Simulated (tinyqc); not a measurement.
Transfer curve: field-effect mobility of a thin-film transistor with band-tail and deep states (multiple trapping). Computed by tinyqc, a small Python program. Command: `OMP_NUM_THREADS=1 python tinyqc.py 3012286 3012287 out.jsonl tft walk`. One thread of a shared host (Intel(R) Xeon(R) Processor @ 2.30GHz), about 0.06 s of CPU time with the checks.

A thick film in accumulation at small drain voltage. Only free electrons move; trapped ones still screen the gate. N_c and mu_0 are held fixed when T changes, leaving out the T^(3/2) growth of N_c. x = E_0 - psi is the distance of the Fermi level below the band edge.

Inputs (values chosen for the exercise, modelled on amorphous In2O3):
```
quantity                                     value         unit
permittivity eps                                 9            -
effective density of states N_c            4.3e+18       1/cm^3
band mobility mu_0                              48   cm^2/(V s)
tail density at the edge g_t               4.3e+19  1/(eV cm^3)
tail width E_t                                  17          meV
deep-state density g_d                     3.4e+15  1/(eV cm^3)
flat-band Fermi level below the edge, E_0     0.46           eV
equivalent oxide thickness t                    43           nm
temperature T                                  200            K
```

Deep states: included.

Constants: k_B = 8.617333262e-05 eV/K; e = 1.602176634e-19 C; eps_0 = 8.8541878128e-12 F/m.

Method:
- F_j(eta) = int_0^infinity x^j/(1 + exp(x - eta)) dx, without a gamma-function factor.
- Integrals over x = E/(k_B T) use 160 Gauss-Legendre points in u = sqrt(x) from 0 to sqrt(max(eta, 0) + 32).
- Free n(x) = N_c (2/sqrt(pi)) F_1/2(-x/k_B T), with F_1/2 from its two-term series in exp(-x/k_B T) for x >= 12 k_B T; tail n_t(x) = int_0^1.2eV g_t exp(-E/E_t)/(1 + exp((x - E)/k_B T)) dE, E counted down from the edge, 120 Gauss-Legendre points; deep charge g_d psi; space charge rho(psi) = n + n_t + g_d psi less its value at psi = 0.
- Poisson: F(psi) = sqrt((2 e/(eps eps_0)) int_0^psi rho dpsi'); V_G - V_FB = psi_s + eps F(psi_s) t/3.9; free sheet density N_f = int (n - n(E_0))/F dpsi; induced sheet density N_i = eps eps_0 F(psi_s)/e; trapezoid rule on 301 even points in psi, the first interval left out of N_f.
- mu_eff = mu_0 N_f/N_i; field-effect mobility mu_FE = mu_0 e (dN_f/dV_G)/C_ox and swing S = dV_G/dlog10(N_f), by a central difference of +/- 2 mV in psi_s; C_ox = 3.9 eps_0/t.

Against the band bending:
```
psi_s (V)  V_G - V_FB (V)  N_f (1/cm^2)  mu_eff (cm^2/(V s))  mu_FE (cm^2/(V s))  S (mV/decade)
0.16               0.2015    5.5843e+05           1.2882e-03          2.1577e-03           57.2
0.23               0.2898    2.1477e+07           3.4395e-02          8.6569e-02           54.8
0.29               0.3680    5.3300e+08           6.5470e-01          1.9550e+00           60.2
0.33               0.4351    4.2990e+09           3.9186e+00          9.5068e+00           99.9
0.37               0.5731    2.7143e+10           1.2798e+01          2.0304e+01          295.0
0.40               0.8099    8.7047e+10           2.0335e+01          2.7238e+01          705.1
0.44               1.5548    3.4034e+11           2.9236e+01          3.6495e+01         2057.3
0.47               2.7287    8.2873e+11           3.5136e+01          4.2220e+01         4328.6
0.51               5.3632    2.0497e+12           4.0446e+01          4.5631e+01         9903.7
```

What follows from these numbers?

The steepest swing among the rows is 55 mV/decade, close to the estimate for deep states alone, ln(10)(k_B T/e)(1 + sqrt(e eps eps_0 g_d)/C_ox) = 50. mu_eff climbs from 0.0013 to 40, 84 % of mu_0 in the last row. Between rows 6 and 7 N_f scales as (V_G - V_FB - psi_s)^1.36; an exponential tail holding all the charge would give the larger of 1 and 2 E_t/k_B T - 1, here 1.00, and free charge alone 1; charge in deep states makes the exponent larger and lets it vary with V_G.
